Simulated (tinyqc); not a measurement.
Order-disorder in a binary alloy on two sublattices: Bragg-Williams and pair (quasi-chemical) approximations: one step, computed by the program tinyqc.

All z = 6 neighbours of a site lie on the other sublattice. B fills the sublattices with x + eta/2 and x - eta/2; energies are per site, from the pure components: u = -z w y with y the probability of an A-B bond taken in one order.

Problem. Energy, entropy and site fractions. a = x + eta/2, b = x - eta/2; u = -z w [x (1 - x) + eta^2/4]; s/k_B = [s2(a) + s2(b)]/2, s2(c) = -c ln c - (1 - c) ln(1 - c); gain on ordering = f(eta) - f(0), f = u - T s. Superlattice over fundamental intensity = [eta (f_B - f_A)/2]^2/[(1 - x) f_A + x f_B]^2.

Inputs (values chosen for the exercise, for a model alloy): ordering energy w = (e_AA + e_BB)/2 - e_AB = 18.4 meV; fraction x of B = 0.5; temperature T = 384 K.

Lattice: simple cubic (z = 6).

scattering factors f_A, f_B (electrons): 20  55

order parameter eta = 0.9076687

Constants: k_B = 8.617333262e-05 eV/K.

Give: B fraction on its own sublattice; B fraction on the A sublattice; energy u; entropy s; gain on ordering; intensity ratio.

Solution.

B fraction on its own sublattice = 0.9538

B fraction on the A sublattice = 0.04617

energy u = -50.34 meV/site

entropy s = 0.1871 k_B/site

gain on ordering = -5.992 meV/site

intensity ratio = 0.1794

The antisite fraction is 0.0462; the dilute estimate exp(-z w/(k_B T)) gives 0.0356.
